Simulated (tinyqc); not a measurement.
# Changing the mode mass M

Model: one anharmonic mode: perturbation theory, self-consistent phonons and exact levels. Computed by tinyqc, a small Python program. Command: `OMP_NUM_THREADS=1 python tinyqc.py 3019529 3019530 out.jsonl scp sweep`. One thread of a shared host (Intel(R) Xeon(R) Processor @ 2.30GHz), about 0.1 s of CPU time with the checks.

V(x) = k x^2/2 + b x^4 for one coordinate x of mass M. A constant K > 0 gives hbar Omega = sqrt((hbar^2/u) K/M) with K in eV/angstrom^2 and M in u.

Inputs (values chosen for the exercise, for a model mode):
```
quantity              value           unit
harmonic constant k   0.194  eV/angstrom^2
quartic constant b   0.0818  eV/angstrom^4
temperature T            30              K
mixing                  0.7              -
```

Shape: single well.

Constants: hbar^2/u = 4.18015928e-03 eV angstrom^2; k_B = 8.617333262e-05 eV/K.

Method:
- Self-consistent phonon, centred at x = 0: K = k + 12 b <x^2>, <x^2> = (hbar Omega/(2K)) coth(hbar Omega/(2 k_B T)).
- Start at K = |k|; K(new) = K + mixing x (K_out - K), but at least K/20; stop when |K_out - K| < 1e-9 |k| or after 90 steps.
- Its free energy is F = k_B T ln[2 sinh(hbar Omega/(2 k_B T))] + (k - K)<x^2>/2 + 3 b <x^2>^2, an upper bound to the exact one.
- Basis: oscillator states n of the constant |k|, with x = s (a + a+), s^2 = hbar Omega/(2|k|); H = hbar Omega (n + 1/2) + (k - |k|) x^2/2 + b x^4, with exact matrix elements of x^2 and x^4.
- Exact values use 120 basis states: F = -k_B T ln sum exp(-E_n/(k_B T)), and <x^2> is the Boltzmann mean.

One run for each value:
```
mode mass M (u)  E_1 - E_0 (meV)  self-consistent quantum (meV)  exact <x^2> (angstrom^2)
2.7                        18.98                          19.03                   0.04082
4.5                        14.44                          14.48                   0.03237
7.3                        11.19                          11.22                   0.02624
12.0                        8.62                           8.66                   0.02161
20.0                        6.61                           6.66                   0.01832
53.0                        4.01                           4.06                   0.01486
87.0                        3.11                           3.16                   0.01398
```

Give the missing row, mode mass M (u) = 32.0.

Computed row:
```
mode mass M (u)  E_1 - E_0 (meV)  self-consistent quantum (meV)  exact <x^2> (angstrom^2)
32.0                        5.19                           5.24                   0.01628
```

Interpolating between the two neighbouring rows (the first column on a logarithmic scale, the others too where they are positive) misses most in exact <x^2> (angstrom^2), by 1.7 %. Over the rows, E_1 - E_0 (meV) falls from 19.0 to 3.11 (exponent d ln y / d ln x about -0.52 throughout); self-consistent quantum (meV) falls from 19.0 to 3.16 (exponent d ln y / d ln x -0.54 between the first rows and -0.50 between the last); exact <x^2> (angstrom^2) falls from 0.0408 to 0.0140 (exponent d ln y / d ln x -0.45 between the first rows and -0.12 between the last). The exponent of self-consistent quantum stays between -0.54 and -0.50, near -0.50: the harmonic or classical law.
